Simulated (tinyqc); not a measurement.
Decay of LO phonons and the hot-phonon bottleneck in the cooling of electrons: one step, computed by the program tinyqc.

n(E, T) = 1/(exp(E/(k_B T)) - 1) is the Bose occupation. Electrons have a temperature T_e; the LO modes within their reach share one occupation N; the decay products stay at the lattice temperature.

Question. Electron and phonon temperatures in closed form. Net emission per electron: [(N + 1) x - N]/tau_sp with x = exp(-hbar omega/(k_B T_e)), a simple two-level balance; steady state of the modes: n [(N + 1) x - N]/tau_sp = N_m (N - N_0)/tau; power per electron P = hbar omega [(N + 1) x - N]/tau_sp. With p = P tau_sp/(hbar omega): N = N_0 + r p and x = (p + N)/(N + 1); without hot phonons N = N_0. The mode temperature T_LO solves n(hbar omega, T_LO) = N.

Inputs (values chosen for the exercise, modelled on indium arsenide):

| quantity | value | unit |
|---|---|---|
| LO energy hbar omega | 29.8 | meV |
| lattice temperature T | 300 | K |
| electron mass m* | 0.0271 | m_0 |
| electron density n | 5.1e+18 | 1/cm^3 |
| power supplied per electron P | 0.13 | nW |

Decay channel: two equal phonons plus a three-phonon channel.

emission time tau_sp = 202.1605 fs

equilibrium LO occupation N_0 = 0.4615142

bottleneck ratio r = 2.306534

Constants: e = 1.602176634e-19 C; k_B = 8.617333262e-05 eV/K.

Give: reduced power p; LO occupation N; electron temperature T_e; T_e without hot phonons; mode temperature T_LO.

Answer.

reduced power p = 0.005504

LO occupation N = 0.4742

electron temperature T_e = 308.0 K

T_e without hot phonons = 303.1 K

mode temperature T_LO = 304.9 K

Caution: the electrons are degenerate; Pauli blocking and the Fermi energy, left out here, matter.
